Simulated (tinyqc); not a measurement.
What moves the results: heavy doping: gap narrowing, degeneracy and the minority density. A value that a table varies takes the place of the one given here.

F_j(eta) = (1/Gamma(j + 1)) integral_0^infinity x^j dx/(1 + exp(x - eta)), which tends to exp(eta) for eta << 0.

Empirical narrowing (Slotboom form, constants chosen for the exercise; published fits of this form give the apparent narrowing, here it is taken as the true one): dEg = E0 [ln(N/N0) + sqrt(ln(N/N0)^2 + C)].

Majority: N = Nc F_1/2(eta), eta the distance of EF beyond the majority band edge in kT. Degeneracy factor gam = F_1/2(eta)/exp(eta). ni0^2 = Nc Nv exp(-Eg/kT); product n p = ni0^2 gam exp(dEg/kT), dEg the true narrowing; apparent narrowing dEa = dEg + kT ln gam; minority density = n p/N.

Bipolar transistor with N as emitter doping: beta = K (N/NB) exp((dEa_B + dG - dEa_E)/kT), dEa_E = dEg(N) + kT ln gam, dEa_B = dEg(NB). For the sweep in T, Nc is scaled as (T/T0)^(3/2) from its value at T0 = T.

Constants: kB = 8.617333262e-05 eV/K.

Inputs chosen for the exercise (gap and densities of states near those of GaAs at this temperature; narrowing constants of the size fitted for Si, not for this material; the results hold for these values, not for the real material): Eg = 1.378 eV (gap); Nc = 6.51e+17 1/cm^3 (conduction-band density of states); Nv = 1.44e+19 1/cm^3 (valence-band density of states); T = 400 K; E0 = 8.81 meV (narrowing scale); N0 = 9.5e+16 1/cm^3 (onset density); C = 0.5 (smoothing constant); N = 3e+17 1/cm^3 (ionised donors, equal to the majority density); NB = 3e+15 1/cm^3 (base doping); K = 5.7 (ratio (D_B W_E)/(D_E W_B)); dG = 0 meV (extra narrowing of the base by alloying).

## Narrowing against degeneracy

N takes the values listed; the last column is N over the factor gam exp(dEg/kT), the doping that a simple model would need to give the same minority density.

Results:
```
N (1/cm^3)    eta      gam  dEg (meV)  dEa (meV)  minority (1/cm^3)  effective doping (1/cm^3)
2.0e+15     -5.78    0.999        0.6        0.5           2.07e+04                   1.97e+15
7.0e+15     -4.53    0.996        0.8        0.7           5.94e+03                   6.86e+15
2.0e+16     -3.47    0.989        1.3        1.0           2.09e+03                   1.94e+16
7.0e+16     -2.19    0.963        4.1        2.8                631                   6.46e+16
2.0e+17     -1.07    0.897       15.6       11.9                287                   1.42e+17
7.0e+17      0.45    0.688       36.3       23.3                115                   3.56e+17
2.0e+18      2.17    0.352       54.4       18.4               34.8                   1.17e+18
5.0e+18      4.52   0.0839       70.4      -15.0               5.27                   7.73e+18
1.0e+19      7.36  0.00980       82.5      -76.9              0.437                   9.31e+19
```

dEg grows steadily to 82.5 meV, while the apparent value peaks at 23.3 meV for N = 7e+17 and falls to -76.9 meV as the Fermi level enters the band. N grows by a factor 35 from the third to the sixth row and the effective doping by 18.3.

## Current gain against temperature

Gain:
```
T (K)  beta  beta with dG = 0  without narrowing
150     217               217                570
200     259               259                570
250     292               292                570
300     319               319                570
350     342               342                570
400     360               360                570
450     376               376                570
```

dEa_B + dG - dEa_E at T0 = -15.8 meV

beta is 217 at 150 K and 376 at 450 K, since the net exponent is negative: the emitter has the larger apparent narrowing. At 300 K narrowing and degeneracy change the gain by a factor 0.56.

## What moves the minority density and the gain

All results formed anew. Each row changes one parameter from the base and keeps the others.

Results:
```
case                  dEg (meV)  dEa (meV)  minority (1/cm^3)  beta
base                      22.02      16.44                219   360
N = 6e+17 1/cm^3          33.63      22.54                131   604
E0 = 10.572 meV           26.43      20.85                249   318
N0 = 1.9e+17 1/cm^3       11.44       5.86                161   488
Eg = 1.398 eV             22.02      16.44                122   360
Nc = 8.46e+17 1/cm^3      22.02      17.72                295   347
NB = 6e+15 1/cm^3         22.02      16.44                219   181
```

The largest shifts from the base row, up to three for each result and ties (the steps differ in size, so this ranks the rows, not the parameters). dEg (meV): N +11.61, N0 -10.58, E0 +4.40; unchanged at the printed digits by Eg, Nc and NB. dEa (meV): N0 -10.58, N +6.09, E0 +4.40; unchanged at the printed digits by Eg and NB. minority (1/cm^3): Eg -96.3, N -88.2, Nc +76.3; unchanged at the printed digits by NB. beta: N +244, NB -179, N0 +128; unchanged at the printed digits by Eg.

Computed by tinyqc, a small Python program: `OMP_NUM_THREADS=1 python tinyqc.py 1652673 1652674 out.jsonl` (the numbers bound the seed that draws the inputs); one thread of a shared host (Intel(R) Xeon(R) Processor @ 2.30GHz), about 0.05 s for the whole set of steps.
